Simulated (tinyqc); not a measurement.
Electron mobility of a polar semiconductor by Rode's iterative solution of the Boltzmann equation: one step, computed by the program tinyqc.

The distribution is f(E) + e F l(E) (-df/dE) cos(theta) for a weak field F, theta counted from the force; l(E) is a mean free path. Elastic processes enter by their momentum rate, polar optical phonons by out- and in-scattering terms. One valley only: where upper valleys lie close, measured mobilities are lower. The density n is prescribed, even where a narrow-gap material would have more intrinsic carriers.

Problem. Fermi level and screening. Parabolic band: E = hbar^2 k^2/(2 m), speed v = hbar k/m, states per spin, volume and energy g(E) = m k/(2 pi^2 hbar^2). Masses are multiplied by m_0 and all formulas are in SI units. The reduced Fermi level eta = E_F/(k_B T) solves n = 2 Z int g f dE with f = 1/(1 + exp(x - eta)) (Z = 1 unless valleys are given); screening length L_s = sqrt(eps_s eps_0 k_B T/(e^2 dn/deta)), dn/deta = 2 Z int g f (1 - f) dE. Integrals over x = E/(k_B T) use 160 Gauss-Legendre points in u = sqrt(x) from 0 to sqrt(max(eta, 0) + 32). N_I = n (1 + C)/(1 - C).

Inputs (values chosen for the exercise, for a model polar semiconductor): effective mass m = 0.46 m_0; static permittivity eps_s = 13.3; electron density n = 1.7e+18 1/cm^3; compensation ratio C = 0.66; temperature T = 200 K.

Band: parabolic. Elastic processes: acoustic, piezoelectric, impurity.

Constants: k_B = 8.617333262e-05 eV/K; m_0 = 9.1093837015e-31 kg; e = 1.602176634e-19 C; hbar = 1.054571817e-34 J s; eps_0 = 8.8541878128e-12 F/m; k_B = 1.380649e-23 J/K.

Give: reduced Fermi level eta; screening length L_s; ionised impurity density N_I.

Solution.

reduced Fermi level eta = -0.7788

screening length L_s = 2.914 nm

ionised impurity density N_I = 8.30e+18 1/cm^3
